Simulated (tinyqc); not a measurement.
## Joule-heated wire on a substrate, fin equation: effect of the length between the contacts

A wire of length L loses heat along itself to two contacts and sideways to the substrate: kap A theta'' - g theta + p = 0 with theta = T - T0 and p = p0. The ends are held at T0. Constant conductivity, diffusive heat flow.

The equation is solved on 800 equal steps and the peak is the largest node value. LH = sqrt(kap A/g); the share is the integral of g theta over that of p.

Inputs (values chosen for the exercise):
```
symbol  value     unit                                  meaning
kap       150  W/(m K)              conductivity along the wire
A         180     nm^2                            cross-section
g         1.7  W/(m K)  conductance per length to the substrate
Rc          0     K/uW       thermal resistance of each contact
p0      0.047    uW/nm                       heating per length
```

The same in every row: LH (nm) = 126.0.

Result of one run:
```
L/LH,peak theta (K),peak/(p0/g),share to the substrate (%)
0.4999,0.8417,0.03044,2.032
```

Which length between the contacts L gave this result: 63, 100, 260, 680 or 1100 nm?

L = 63 nm.

The whole series:
```
L (nm),L/LH,peak theta (K),peak/(p0/g),share to the substrate (%)
63,0.4999,0.8417,0.03044,2.032
100,0.7935,2.042,0.07385,4.936
160,1.270,4.767,0.1724,11.57
260,2.063,10.16,0.3675,24.92
420,3.333,17.56,0.6351,44.12
680,5.396,23.94,0.8659,63.27
1100,8.728,26.94,0.9746,77.09
1800,14.28,27.60,0.9984,86.00
```

As L goes from 63 to 1800 nm, the peak theta rises from 0.842 to 27.6 K and the share of heat to the substrate rises from 2.03 to 86.0 %; L/LH goes from 0.50 to 14. Where L/LH is smallest the peak reaches 0.030 of p0/g, where it is largest 1.0: contacts cool the wire only within a few healing lengths.

Computed by the program tinyqc: `OMP_NUM_THREADS=1 python tinyqc.py 2520065 2520066 out.jsonl`, one thread of a shared Intel Xeon 2.30GHz, about 0.01 s for the whole run.
